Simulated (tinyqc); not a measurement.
Gap and screening length from two transmissions.

Question. At the source junction of a tunnel FET, T(w) = exp(-S), S = 2 pi lam sqrt(m/(C Eg)) [w + Eg/2 - sqrt(w (w + Eg))], C = hbar^2/(2 m0). Find Eg (between 0.1 and 3 eV) and lam.

Values chosen for this exercise: band-edge mass of the two-band model m = 0.082 m0.

Constants: q = 1.602176634e-19 C, hbar = 1.054571817e-34 J s, m0 = 9.1093837015e-31 kg, hbar^2/(2 m0) = 0.0380998212 eV nm^2. Results are converted to the units shown.

T(w) at w = 0.06 and 0.46 eV: [5.8869442e-6, 0.0015684552]

Solution. The ratio of the two exponents depends on Eg alone and falls steadily with it, which fixes Eg; either exponent then gives lam.

ratio of the two S = 1.86
Eg = 1.71 eV
lam = 2.90 nm

Numbers from tinyqc (`OMP_NUM_THREADS=1 python tinyqc.py 2620089 2620090 out.jsonl`; about 0.01 s on one thread of a shared Intel Xeon 2.30GHz).
